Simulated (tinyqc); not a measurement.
Electron mobility of a polar semiconductor by Rode's iterative solution of the Boltzmann equation: one step, computed by the program tinyqc.

The distribution is f(E) + e F l(E) (-df/dE) cos(theta) for a weak field F, theta counted from the force; l(E) is a mean free path. Elastic processes enter by their momentum rate, polar optical phonons by out- and in-scattering terms. One valley only: where upper valleys lie close, measured mobilities are lower. The density n is prescribed, even where a narrow-gap material would have more intrinsic carriers.

Question. Rates on one ladder of the grid. Kane band: hbar^2 k^2/(2 m) = E (1 + alpha E), speed v = hbar k/(m (1 + 2 alpha E)), states per spin, volume and energy g(E) = m k (1 + 2 alpha E)/(2 pi^2 hbar^2); overlap factors are set to 1. Masses are multiplied by m_0 and all formulas are in SI units. Phonon occupation N_q = 1/(exp(hbar w/(k_B T)) - 1). Acoustic deformation potential (elastic, equipartition, absorption and emission together): 1/tau = 2 pi k_B T D_A^2 g(E)/(hbar rho v_l^2). Singly charged impurities, momentum relaxation: 1/tau = N_I e^4 m (1 + 2 alpha E) Phi/(8 pi (eps_s eps_0)^2 hbar^3 k^3), with alpha = 0 for a parabolic band. Brooks-Herring: Phi = ln(1 + b) - b/(1 + b), b = 4 k^2 L_s^2. Polar optical, unscreened: W = e^2 w (1/eps_inf - 1/eps_s) m (1 + 2 alpha E') ln|(k + k')/(k - k')| / (4 pi eps_0 hbar^2 k), times N_q for absorption (E' = E + hbar w) and N_q + 1 for emission (E' = E - hbar w > 0), with alpha = 0 for a parabolic band; mean cosine of the angle <cos> = (k^2 + k'^2)/(2 k k') - 1/ln|(k + k')/(k - k')|. Energy grid E_j = (j + 1/2) hbar w/s, j = 0, 1, ..., up to (max(eta, 0) + 18) k_B T, so that E_j +/- hbar w are grid points; l = 0 beyond the grid; integrals are sums times the spacing. With f' = f(E'): out-scattering S_o = sum over absorption and emission of W (1 - f')/(1 - f); nu = sum of elastic rates; the in-scattering weights are c+ = W_abs <cos> (1 - f')/(1 - f) for E' = E + hbar w and c- likewise for emission.

Inputs (values chosen for the exercise, modelled on GaSb):

| quantity | value | unit |
|---|---|---|
| effective mass m | 0.0397 | m_0 |
| non-parabolicity alpha | 1.2 | 1/eV |
| static permittivity eps_s | 15.7 | - |
| high-frequency permittivity eps_inf | 14.4 | - |
| density rho | 5610 | kg/m^3 |
| sound velocity v_l | 4190 | m/s |
| acoustic deformation potential D_A | 7.8 | eV |
| optical phonon energy hbar w | 30 | meV |
| temperature T | 150 | K |
| grid points per phonon energy s | 8 | - |

Band: Kane. Elastic processes: acoustic, impurity.

reduced Fermi level eta = 1.014232

ionised impurity density N_I = 1.20e+17 1/cm^3

screening length L_s = 11.90528 nm

Constants: k_B = 8.617333262e-05 eV/K; k_B = 1.380649e-23 J/K; e = 1.602176634e-19 C; hbar = 1.054571817e-34 J s; m_0 = 9.1093837015e-31 kg; eps_0 = 8.8541878128e-12 F/m; hbar = 6.582119569e-16 eV s.

Give: Points j = s/2, s/2 + s, ... (the first seven rungs, or as many as the grid holds), rates in 1e12/s.

Answer.

Points j = s/2, s/2 + s, ... (the first seven rungs, or as many as the grid holds), rates in 1e12/s:

| E (meV) | v (m/s) | nu | S_o | c+ | c- |
|---|---|---|---|---|---|
| 16.875 | 3.754e+05 | 3.312 | 0.392 | 0.1585 | 0.000 |
| 46.875 | 5.954e+05 | 1.246 | 1.073 | 0.1311 | 0.336 |
| 76.875 | 7.282e+05 | 0.789 | 1.782 | 0.1322 | 0.848 |
| 106.875 | 8.226e+05 | 0.610 | 1.955 | 0.1358 | 1.046 |
| 136.875 | 8.944e+05 | 0.526 | 2.001 | 0.1385 | 1.136 |
| 166.875 | 9.512e+05 | 0.486 | 2.024 | 0.1405 | 1.193 |
| 196.875 | 9.973e+05 | 0.470 | 2.040 | 0.1423 | 1.235 |

Points one phonon energy apart are coupled only to each other, so the grid falls into s independent ladders. Caution: the gas is degenerate, and screening of the polar coupling, left out here, would raise the mobility.
